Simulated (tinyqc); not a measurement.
# The bottom gap that matches the currents

Inverse problem. Photon flux above E from a black body at temperature T into a hemisphere: Phi(E, T) = A sum_k exp(-k E/th)[E^2 th/k + 2 E th^2/k^2 + 2 th^3/k^3], k = 1, 2, ..., with th = kB T/q in eV and A = 2 pi q^3/(h^3 c^2). In a two-junction cell the top cell (gap E1) absorbs every photon above E1 and the bottom cell (gap E2) every photon between E2 and E1, one electron each; the sun fills the share fs X of the hemisphere. The currents match when Phi(E2, Ts) = 2 Phi(E1, Ts). Find E2 and the matched current q fs X Phi(E1, Ts).

Inputs (values chosen for the exercise):

| symbol | value | unit | meaning |
|---|---|---|---|
| Ts | 5800 | K | temperature of the black-body sun |
| fs | 2.16e-5 |  | share of the hemisphere filled by the sun |
| X | 1 |  | concentration |

Constants: q = 1.602176634e-19 C, kB = 1.380649e-23 J/K, h = 6.62607015e-34 J s, c = 299792458 m/s. Results are converted to the units shown.

E1 = 1.5059400 eV

Solution. Phi falls steadily with energy, so the condition has one root below E1.

E2 = 0.770 eV
matched current = 36.6 mA/cm^2

Numbers from tinyqc (`OMP_NUM_THREADS=1 python tinyqc.py 2820015 2820016 out.jsonl`; about 0.01 s on one thread of a shared Intel Xeon 2.30GHz).
